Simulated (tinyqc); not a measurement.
Bandgap voltage reference from two bipolar transistors: two steps of the calculation.

Two transistors of area 1 and N carry the same current I. Is(T) = Is (T/T0)^eta exp[(Vg0 q/kB)(1/T0 - 1/T)], VBE1 = Vt ln(I/Is(T)) + I rb, VBE2 = Vt ln(I/(N Is(T))) + I rb/N. The amplifier forces I R1(T) = VBE1 - VBE2 + Vos, with R(T) = R (1 + tc (T - T0)) for both resistors, and the output is Vref = VBE1 + I R2(T). Base currents and the Early effect are neglected.

Values chosen for this exercise; values of the order met in silicon bipolar transistors: reference temperature T0 = 300 K; band-gap voltage extrapolated to 0 K Vg0 = 1.18 V; temperature exponent of the saturation current eta = 4.2; saturation current of the unit transistor at T0 Is = 1.7e-18 A; area ratio of the second transistor N = 10; resistor across which the difference of VBE falls, at T0 R1 = 14 kohm; temperature coefficient of both resistors tc = 1300 ppm/K; offset of the amplifier Vos = 2.4 mV; series resistance of the unit transistor rb = 57 ohm; output resistor at T0 R2 = 133 kohm; temperature T = 398 K.

Constants: q = 1.602176634e-19 C, kB = 1.380649e-23 J/K. Results are converted to the units shown.

Problem 1. Operating point at another temperature. Vt = kB T/q; I = (Vt ln N + Vos)/(R1(T) - rb (1 - 1/N)).

Find: Vt; I; Is(T); VBE1; I R2; Vref.

Solution 1.

Vt = 0.03430 V
I = 5.172 uA
Is(T) = 4.238e-13 A
VBE1 = 0.5599 V
I R2 = 0.7756 V
Vref = 1.335 V

From T0 to T, VBE1 changes by -179 mV and I R2 by 185 mV, which leaves 5.63 mV in Vref.

Problem 2. Resistor for zero slope at T0, ideal case. With tc = 0, Vos = 0 and rb = 0 the current is proportional to T, dVBE/dT = (VBE - Vg0 - (eta - 1) Vt)/T, and Vref has zero slope at T0 when Vref = Vg0 + (eta - 1) Vt0. Find VBE1, its slope, that Vref, R2/R1 and the curvature d2Vref/dT2 = -(eta - 1) kB/(q T0).

Give: VBE1; dVBE/dT; Vref; R2/R1; curvature.

Solution 2.

VBE1 = 0.73802 V
dVBE/dT = -1.7490 mV/K
Vref = 1.2627 V
R2/R1 = 8.8147
curvature = -0.91918 uV/K^2

Program tinyqc, `OMP_NUM_THREADS=1 python tinyqc.py 2062157 2062158 out.jsonl`; Intel Xeon 2.30GHz, shared host, one thread, about 0.02 s.
